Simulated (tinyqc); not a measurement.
Debye-Callaway model of lattice thermal conductivity: one step, computed by the program tinyqc.

Three acoustic branches with one velocity v, cut at omega_D = k_B Theta/hbar; x = hbar omega/(k_B T). v and Theta are separate inputs: Theta cuts off the heat-carrying modes, so C need not reach 3 k_B/V. gamma is an effective value that sets the umklapp rate. Heat flows along the wire.

Problem. Scattering rates at one frequency. Rates: point defects A omega^4; umklapp B omega^2 T exp(-Theta/(b T)) with B = hbar gamma^2/(M v^2 Theta). Boundaries: v/Lambda_B with Lambda_B = D (1 + p)/(1 - p). The resistive time is tau_R = 1/(boundary + point-defect + umklapp rates), and the free path is v tau_R.

Inputs (values chosen for the exercise, for a model crystal): sound velocity v = 2510 m/s; Debye temperature Theta = 173 K; mean atomic mass M = 109 u; effective Grueneisen parameter gamma = 1.69; umklapp exponent divisor b = 2.5; wire diameter D = 0.66 micrometre; specularity p = 0.6; temperature T = 150 K; probe frequency omega/omega_D = 0.25.

Sample: wire. Point defects: isotopes. Normal processes: left out.

Rayleigh coefficient A = 4.299621e-45 s^3

Constants: k_B = 1.380649e-23 J/K; hbar = 1.054571817e-34 J s; u = 1.6605390666e-27 kg.

Give: omega; Rates; tau_R; free path.

Solution.

omega = 5.662e+12 rad/s

Rates:
```
process        rate (1/s)  rate x tau_R
boundaries      9.508e+08        0.1703
point defects   4.420e+06     7.915e-04
umklapp         4.629e+09        0.8290
```

tau_R = 1.791e-10 s

free path = 449.5 nm

The strongest resistive process at this frequency: umklapp, 83 % of the resistive rate.
